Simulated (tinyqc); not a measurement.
## Trap density from one capacitance

Inverse problem. Traps spread evenly through the insulator exchange electrons with the semiconductor by tunnelling, with tau(x) = t0 exp(2 ka x) at depth x from the interface. The admittance per area Y seen at depth x obeys dY/dx = -Y^2/(i w eps0 eox) + q Nb ln(1 + i w tau)/tau, with Y(0) = i w Cs and w = 2 pi f; the gate sees Y(tox) = G + i w C. Working variable y = Y/(i w), in uF/cm^2. Cox = eps0 eox/tox. Find Nb and G/w.

Values chosen for this exercise: relative permittivity of the insulator eox = 21.9; insulator thickness tox = 7.9 nm; semiconductor capacitance in accumulation Cs = 0.73 uF/cm^2; decay constant of the wave function in the insulator ka = 3.7 1/nm; time constant of a trap at the interface t0 = 1e-10 s; frequency f = 100 Hz.

Constants: q = 1.602176634e-19 C, eps0 = 8.8541878128e-14 F/cm where lengths are in cm. Results are converted to the units shown.

C = 0.72246886 uF/cm^2

Answer. C rises steadily with Nb, so one density matches; in practice ka and t0 must come from the frequency dependence.

Nb = 6.900e18 cm^-3 eV^-1
G/w = 0.01481 uF/cm^2

Numbers from tinyqc (`OMP_NUM_THREADS=1 python tinyqc.py 2202242 2202243 out.jsonl`; about 0.5 s on one thread of a shared Intel Xeon 2.30GHz).
